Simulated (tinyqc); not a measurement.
# Read current of a NAND string, cells in series solved by shooting: what changes with what

Cells in series, numbered from 0 at the source line (0 V) to the bit line, each followed by a gap resistance Rg. A cell with gate Vg, threshold VT, source Vs and drain Vd passes I = 2 nf K Vt^2 [F(Vs) - F(Vd)]/(1 + th max(Vg - VT, 0)), F(V) = ln^2(1 + exp((Vg - VT - nf V)/(2 nf Vt))). The selected cell has Vg = Vr, the others Vg = Vp.

Parameters, values chosen for the exercise; values of the order met in vertical NAND strings: temperature T = 300 K; gain factor of a cell K = 27 uA/V^2; slope factor nf = 1.4; mobility reduction factor th = 0.05 1/V; resistance of the gap between cells Rg = 4 kohm; bit-line voltage Vbl = 0.7 V; pass voltage Vp = 5.7 V; threshold of an erased cell Ve = -0.8 V; threshold of the highest state Vh = 4.5 V; threshold of the selected cell Vx = 1.2 V; sensing current Is = 10 nA; read voltage on the selected word line Vr = 2.87 V.

Constants: q = 1.602176634e-19 C, kB = 1.380649e-23 J/K, Vt = kB T/q. Results are converted to the units shown.

Each table varies one quantity; the others keep the values above.

## Read current against the number of cells

For a trial current I start at 0 V and, cell by cell, solve for the drain: sqrt(F(Vd)) = sqrt(F(Vs) - I/k), k = 2 nf K Vt^2/(1 + th max(Vg - VT, 0)), Vd = [Vg - VT - 2 nf Vt ln(exp(sqrt F) - 1)]/nf, then add I Rg. The string current is the I for which the last node reaches Vbl. The apparent threshold is the Vr at which I = Is. Background: all other cells erased (VT = Ve) or all in the highest state (VT = Vh); ratio and shift are high over erased and high minus erased. The selected cell is in the middle, cell n/2.

Result of one run:
```
n	I, others erased (uA)	I, others high (uA)	ratio	apparent VT, erased (V)	apparent VT, high (V)	background shift (mV)
8	5.667	1.531	0.2701	1.159	1.160	1.411
```

What becomes of these results when the number of cells n is changed from 8 to 16, all else the same?

Result of the changed run:
```
n	I, others erased (uA)	I, others high (uA)	ratio	apparent VT, erased (V)	apparent VT, high (V)	background shift (mV)
16	3.175	0.7467	0.2352	1.159	1.162	2.825
```

The whole series:
```
n	I, others erased (uA)	I, others high (uA)	ratio	apparent VT, erased (V)	apparent VT, high (V)	background shift (mV)
8	5.667	1.531	0.2701	1.159	1.160	1.411
16	3.175	0.7467	0.2352	1.159	1.162	2.825
32	1.687	0.3690	0.2188	1.161	1.166	5.662
64	0.8702	0.1834	0.2108	1.163	1.175	11.37
96	0.5863	0.1221	0.2082	1.166	1.183	17.14
128	0.4421	0.09146	0.2069	1.168	1.191	22.96
192	0.2963	0.06092	0.2056	1.174	1.208	34.77
```

With erased neighbours the current falls from 5.67 to 0.296 uA, as n^(-0.84) between the first two rows and n^(-0.99) between the last two (-1 once the series resistance rules). The ratio falls from 0.270 to 0.206 and the background shift rises from 1.41 to 34.8 mV.

## Effect of the read voltage on the selected word line

Same model as above.

The string has 128 cells and the selected one is cell 64.

The same in every row: apparent VT, erased (V) = 1.168; apparent VT, high (V) = 1.191; background shift (mV) = 22.96.

Effect of the read voltage on the selected word line:
```
Vr (V)	I, others erased (uA)	I, others high (uA)	ratio
0.9	1.249e-5	1.248e-5	0.9992
1.3	0.05431	0.02744	0.5053
1.7	0.3086	0.08821	0.2858
2.1	0.4263	0.09090	0.2132
2.5	0.4381	0.09131	0.2084
2.9	0.4423	0.09147	0.2068
3.3	0.4445	0.09156	0.2060
3.7	0.4458	0.09162	0.2055
```

As Vr goes from 0.9 to 3.7 V, the current with erased neighbours rises from 1.25e-5 to 0.446 uA, that with high neighbours rises from 1.25e-5 to 0.0916 uA and the ratio falls from 0.999 to 0.206. The apparent thresholds do not depend on Vr.

Program tinyqc, `OMP_NUM_THREADS=1 python tinyqc.py 2142217 2142218 out.jsonl`; Intel Xeon 2.30GHz, shared host, one thread, about 1 s.
